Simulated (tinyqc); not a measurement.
Worked calculation: RHF in the cc-pvdz basis, for He, spin multiplicity 1. One step of it, computed by the program tinyqc.

Problem. Iteration 3: building the Fock matrix. J_ij = sum D_kl (ij|kl), K_ij = sum D_kl (ik|jl); F = H + J - 0.5 K; E = tr D H + tr D J / 2 - 0.25 tr D K + E_nn.

D after iteration 2:
```
            1He 1s     1He 2s    1He 2px    1He 2py    1He 2pz
1He 1s    0.693736   0.608717  -0.007295   0.001190   0.002701
1He 2s    0.608717   0.534117  -0.006401   0.001044   0.002370
1He 2px  -0.007295  -0.006401   0.000077  -0.000013  -0.000028
1He 2py   0.001190   0.001044  -0.000013   0.000002   0.000005
1He 2pz   0.002701   0.002370  -0.000028   0.000005   0.000011
```

core Hamiltonian H = T + V (hartree):
```
            1He 1s     1He 2s   1He 2px   1He 2py   1He 2pz
1He 1s   -1.880253  -1.545789  0.000000  0.000000  0.000000
1He 2s   -1.545789  -1.294671  0.000000  0.000000  0.000000
1He 2px   0.000000   0.000000  0.784997  0.000000  0.000000
1He 2py   0.000000   0.000000  0.000000  0.784997  0.000000
1He 2pz   0.000000   0.000000  0.000000  0.000000  0.784997
```

Two-electron integrals (ij|kl) in chemists' order, unique and non-zero (hartree):
```
(11|11) 1.543036   (21|11) 0.784979   (21|21) 0.426774   (22|11) 0.803460
(22|21) 0.475908   (22|22) 0.615562   (31|31) 0.177307   (32|31) 0.142524
(32|32) 0.130008   (33|11) 1.099799   (33|21) 0.627782   (33|22) 0.734404
(33|33) 1.040531   (41|41) 0.177307   (42|41) 0.142524   (42|42) 0.130008
(43|43) 0.063706   (44|11) 1.099799   (44|21) 0.627782   (44|22) 0.734404
(44|33) 0.913119   (44|44) 1.040531   (51|51) 0.177307   (52|51) 0.142524
(52|52) 0.130008   (53|53) 0.063706   (54|54) 0.063706   (55|11) 1.099799
(55|21) 0.627782   (55|22) 0.734404   (55|33) 0.913119   (55|44) 0.913119
(55|55) 1.040531
```

nuclear repulsion = 0 hartree

Give: Coulomb J; exchange K; Fock matrix F; total energy of this density.

Solution.

Coulomb J (hartree):
```
         1He 1s  1He 2s  1He 2px  1He 2py  1He 2pz
1He 1s    2.455   1.318   -0.004    0.001    0.002
1He 2s    1.318   1.466   -0.004    0.001    0.001
1He 2px  -0.004  -0.004    1.920    0.000    0.000
1He 2py   0.001   0.001    0.000    1.920    0.000
1He 2pz   0.002   0.001    0.000    0.000    1.920
```

exchange K (hartree):
```
         1He 1s  1He 2s  1He 2px  1He 2py  1He 2pz
1He 1s    2.254   1.548   -0.014    0.002    0.005
1He 2s    1.548   1.204   -0.011    0.002    0.004
1He 2px  -0.014  -0.011    0.366    0.000    0.000
1He 2py   0.002   0.002    0.000    0.366    0.000
1He 2pz   0.005   0.004    0.000    0.000    0.366
```

Fock matrix F (hartree):
```
         1He 1s  1He 2s  1He 2px  1He 2py  1He 2pz
1He 1s   -0.552  -1.001    0.003    0.000   -0.001
1He 2s   -1.001  -0.431    0.002    0.000   -0.001
1He 2px   0.003   0.002    2.522    0.000    0.000
1He 2py   0.000   0.000    0.000    2.522    0.000
1He 2pz  -0.001  -0.001    0.000    0.000    2.522
```

total energy of this density = -2.85485 hartree
